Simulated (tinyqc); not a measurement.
Pump-down curve: gas flow in a process chamber: flow regimes, conductance, effective pumping speed, pump-down, outgassing and purge. Computed by tinyqc, a small Python program. Command: `OMP_NUM_THREADS=1 python tinyqc.py 3120816 3120817 out.jsonl pump walk`. One thread of a shared host (Intel(R) Xeon(R) Processor @ 2.30GHz), about 0.06 s of CPU time with the checks.

Ideal gas, isothermal flow, a pump of constant speed at the end of a round pipe; process gas, volume gas and outgassing are given the same properties. 1 sccm = 101325 Pa x 1e-6 m^3/60 s x T/273.15 K.

Inputs (values chosen for the exercise, modelled on oxygen near room temperature):

| quantity | value | unit |
|---|---|---|
| molar mass M | 32 | g/mol |
| molecular diameter | 0.36 | nm |
| viscosity eta | 20.6 | micropascal s |
| temperature T | 293 | K |
| chamber volume V | 22 | L |
| wall area | 0.48 | m^2 |
| pipe diameter d | 25 | cm |
| pipe length l | 15 | cm |
| pump speed S | 3800 | L/s |
| outgassing rate after 1 h | 6.3e-06 | Pa m^3/(s m^2) |
| outgassing exponent n | 1.1 | - |
| starting pressure p0 | 380 | Pa |

Constants: k_B = 1.380649e-23 J/K; u = 1.6605390666e-27 kg.

Method:
- Mean speed c = sqrt(8 k_B T/(pi m)); aperture conductance C_a = c pi d^2/16; molecular pipe C_m = C_a/(1 + 3 l/(4 d)) (Dushman form); viscous pipe C_v = pi d^4 p_mean/(128 eta l); Knudsen interpolation C = C_v + C_m (1 + x)/(1 + 1.24 x), x = d p_mean sqrt(m/(k_B T))/eta.
- Effective speed 1/S_eff = 1/S + 1/C_m; time constant V/S_eff; pressure at which the free path k_B T/(sqrt2 pi d_m^2 p) equals d.
- Pump-down: V dp/dt = -S_eff(p) p + q(t) A, with S_eff = S p_2/p, where p_2 solves C((p + p_2)/2) (p - p_2) = S p_2 at each moment, and q(t) = q_1 (1 h/(t + 10 s))^n; integrated adaptively. At long times p = q(t) A/S_eff.
- S_eff(p) is tabulated at 260 pressures and interpolated in ln p. Comparison columns: p0 exp(-t/time constant) with the molecular S_eff (0 below 1e-26 p0), and the outgassing limit.

time constant = 0.0116933 s

S_eff in molecular flow = 1881.42 L/s

Pressure against time:

| t (s) | p (Pa) | S_eff (L/s) | volume gas only (Pa) | outgassing limit (Pa) |
|---|---|---|---|---|
| 0.3 | 1.0110e-03 | 1880.1 | 2.7394e-09 | 1.0090e-03 |
| 1 | 9.4035e-04 | 1880.2 | 0 | 9.3864e-04 |
| 3 | 7.8229e-04 | 1880.4 | 0 | 7.8107e-04 |
| 10 | 4.8679e-04 | 1880.7 | 0 | 4.8629e-04 |
| 30 | 2.2698e-04 | 1881.1 | 0 | 2.2686e-04 |
| 100 | 7.4572e-05 | 1881.3 | 0 | 7.4559e-05 |
| 300 | 2.3854e-05 | 1881.4 | 0 | 2.3852e-05 |
| 1000 | 6.5055e-06 | 1881.4 | 0 | 6.5054e-06 |
| 3600 | 1.6024e-06 | 1881.4 | 0 | 1.6024e-06 |
| 20000 | 2.4359e-07 | 1881.4 | 0 | 2.4359e-07 |
| 100000 | 4.1494e-08 | 1881.4 | 0 | 4.1494e-08 |

What follows from these numbers?

From t = 0.3 s on the pressure is within 20 % of the outgassing limit, which falls only as (t + 10 s)^-1.1: walls, not volume, set the time to base pressure.
